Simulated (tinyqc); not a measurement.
Admittance spectroscopy and thermally stimulated current of one trap level in a depletion layer: one step, computed by the program tinyqc. Command: `OMP_NUM_THREADS=1 python tinyqc.py 3112806 3112807 out.jsonl admit walk`. One thread of a shared host (Intel(R) Xeon(R) Processor @ 2.30GHz), about 0.01 s of CPU time with the checks.

A Schottky junction on n-type material holds one donor-like electron trap; shallow donors are fully ionised and abrupt depletion edges are assumed.

Task: Temperature of the peak. N_c = 2 (2 pi m k_B T/h^2)^(3/2), v_th = sqrt(3 k_B T/m), emission rate e_n = sigma v_th N_c exp(-E_t/(k_B T)). Where the level crosses the Fermi level capture equals emission, so the trap follows the signal with the rate 2 e_n; G/omega peaks at omega = 2 e_n (the correction for large N_t/N is left out). Solve 2 e_n(T_p) = 2 pi f.

Inputs (values chosen for the exercise, modelled on n-type 4H-SiC):

| quantity | value | unit |
|---|---|---|
| density-of-states mass m | 0.797 | m_0 |
| shallow doping N | 5.9e+15 | 1/cm^3 |
| trap depth E_t below the band | 0.547 | eV |
| capture cross section sigma | 5.8e-17 | cm^2 |
| test frequency f | 300 | Hz |

Constants: k_B = 1.380649e-23 J/K; m_0 = 9.1093837015e-31 kg; h = 6.62607015e-34 J s; k_B = 8.617333262e-05 eV/K.

Give: peak temperature T_p; N_c at T_p; e_n at T_p; E_c - E_F = k_B T_p ln(N_c/N).

Result:

peak temperature T_p = 375.0 K

N_c at T_p = 2.495e+19 1/cm^3

e_n at T_p = 942.5 1/s

E_c - E_F = k_B T_p ln(N_c/N) = 0.2698 eV
